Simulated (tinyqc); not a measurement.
## Off-state leakage of single and stacked transistors: subthreshold current against the height of the stack

n-channel devices of unit width. Subthreshold current I(Vg, Vs, Vd) = I0 (T/300 K)^0.5 exp[(Vg - Vs - VT(T) - gb (Vs - Vb) + dd (Vd - Vs))/(nf Vt)] (1 - exp(-(Vd - Vs)/Vt)), VT(T) = VT - cT (T - 300 K). Gate-edge tunnelling Ig (Vd/1 V) exp(ag (Vd - 1 V)), for a gate at 0 V, and band-to-band leakage Ab u exp(-Bb/u), u = Vd - Vb + 1 V, flow at a drain held at V; both are taken as independent of T. In a stack of off transistors (all gates at 0 V) the same subthreshold current passes through each.

All n gates at 0 V, bottom source at 0 V, top drain at V; node voltages follow from equal currents.

Inputs (values chosen for the exercise); values of the order met in bulk silicon logic transistors: temperature T = 378 K; supply voltage V = 0.7 V; threshold at 300 K, zero drain and body bias VT = 0.35 V; fall of the threshold with temperature cT = 0.5 mV/K; current at threshold at 300 K I0 = 0.3 uA/um; slope factor nf = 1.44; drain-induced lowering per volt dd = 0.08; rise of the threshold per volt of source-body bias gb = 0.22; body voltage Vb = 0 V.

Constants: q = 1.602176634e-19 C, kB = 1.380649e-23 J/K, Vt = kB T/q. Results are converted to the units shown.

Results:

| n | I (nA/um) | reduction factor | drain voltage of the bottom device (mV) | source voltage of the top device (mV) | voltage across the top device (V) |
|---|---|---|---|---|---|
| 1 | 1.467 | 1.000 | 700.0 | 0 | 0.7000 |
| 2 | 0.3762 | 3.899 | 49.09 | 49.09 | 0.6509 |
| 3 | 0.2171 | 6.757 | 20.77 | 68.93 | 0.6311 |
| 4 | 0.1528 | 9.596 | 13.35 | 81.59 | 0.6184 |
| 6 | 0.09618 | 15.25 | 7.825 | 98.30 | 0.6017 |

Estimate the missing row, n = 5.

Computed row:

| n | I (nA/um) | reduction factor | drain voltage of the bottom device (mV) | source voltage of the top device (mV) | voltage across the top device (V) |
|---|---|---|---|---|---|
| 5 | 0.1180 | 12.42 | 9.859 | 90.91 | 0.6091 |

With this row back in the table: The second transistor cuts the current by a factor of 3.90, the third by a further 1.73 and the sixth by 1.23. The top device keeps 86.0 % of the supply at n = 6, while the drain voltage of the bottom one falls to 0.240 Vt.

tinyqc, about 0.03 s, one thread, Intel Xeon 2.30GHz (shared host): `OMP_NUM_THREADS=1 python tinyqc.py 2242178 2242179 out.jsonl`
